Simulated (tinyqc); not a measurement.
From one set of inputs to another, one input at a time: thermal stress and diffusional relaxation in a metal film: Coble and Nabarro-Herring creep, cooling and holds. Computed by tinyqc, a small Python program. Command: `OMP_NUM_THREADS=1 python tinyqc.py 3013518 3013519 out.jsonl creep ladder`. One thread of a shared host (Intel(R) Xeon(R) Processor @ 2.30GHz), about 0.02 s of CPU time with the checks.

A thin film on a rigid substrate is stress-free at T0. Tension is positive and the film creeps linearly: d sigma/dt = -M (mismatch) dT/dt - sigma/tau.

The inputs printed are set A. Set A is modelled on copper films on silicon; the values taken over come from a set modelled on silver films on silicon. Inputs not listed in the table keep their values of set A, so the rows need not describe a real material.

Inputs (values chosen for the exercise, modelled on copper films on silicon):

| quantity | value | unit |
|---|---|---|
| biaxial modulus M | 183 | GPa |
| expansion mismatch | 14.7 | 1e-6/K |
| atomic volume Omega | 11.8 | angstrom^3 |
| lattice prefactor D0 | 1.7e-05 | m^2/s |
| lattice energy E | 2.01 | eV |
| boundary prefactor (delta D_b)0 | 3.4e-15 | m^3/s |
| boundary energy E_b | 1.09 | eV |
| grain size d | 0.68 | um |
| stress-free temperature T0 | 350 | C |
| hold temperature T | 200 | C |
| hold time t | 1.2 | h |

Constants: k_B = 1.380649e-23 J/K; k_B = 8.617333262e-05 eV/K.

Method:
- Thermoelastic slope = M x mismatch; sigma_0 = slope x (T0 - T).
- Creep rate per stress: Nabarro-Herring 14 D Omega/(k_B T d^2), Coble (14 pi) delta D_b Omega/(k_B T d^3), with D = D0 exp(-E/(k_B T)), delta D_b = (delta D_b)0 exp(-E_b/(k_B T)); 1/tau = M x (sum of both)/2 (biaxial strain rate is half the uniaxial one).
- Temperatures in kelvin are T(C) + 273.15.
- sigma(t) = sigma_0 exp(-t/tau), relaxed part sigma_0 - sigma(t); the grain size where both mechanisms are equal is pi delta D_b/D.

Each row keeps all changes above it:

| input moved | from | to | relaxation time tau (h) | stress relaxed during the hold (MPa) | stress after the hold (MPa) |
|---|---|---|---|---|---|
| set A | - | - | 1.4402 | 228.13 | 175.39 |
| lattice prefactor D0 (m^2/s) and lattice energy E (eV) | 1.7e-05, 2.01 | 3.4e-05, 1.88 | 1.4402 | 228.13 | 175.39 |
| biaxial modulus M (GPa) | 183 | 137 | 1.9238 | 140.19 | 161.89 |
| hold temperature T (C) | 200 | 190 | 3.3540 | 96.92 | 225.31 |
| hold time t (h) | 1.2 | 0.11 | 3.3540 | 10.40 | 311.83 |
| expansion mismatch (1e-6/K) | 14.7 | 15.7 | 3.3540 | 11.10 | 333.04 |
| stress-free temperature T0 (C) | 350 | 400 | 3.3540 | 14.57 | 437.12 |

Relaxation time tau goes from 1.44 to 3.35, a factor 2.33 in all. The largest single move comes from hold temperature T (a factor 1.74). Stress relaxed during the hold goes from 228 to 14.6, a factor 0.0639 in all. The largest single move comes from hold time t (a factor 0.107), and stress-free temperature T0 works against it (a factor 1.31). Stress after the hold goes from 175 to 437, a factor 2.49 in all. The largest single move comes from hold temperature T (a factor 1.39), and biaxial modulus M works against it (a factor 0.923). The single moves hold for this order of the switches; the total does not depend on the order.

Caution (all rows): bulk creep laws overstate relaxation in a bonded film, where the substrate constrains boundary diffusion, and dislocation glide is left out.

Extremes, crossings and ranges named in words are read from the listed rows.
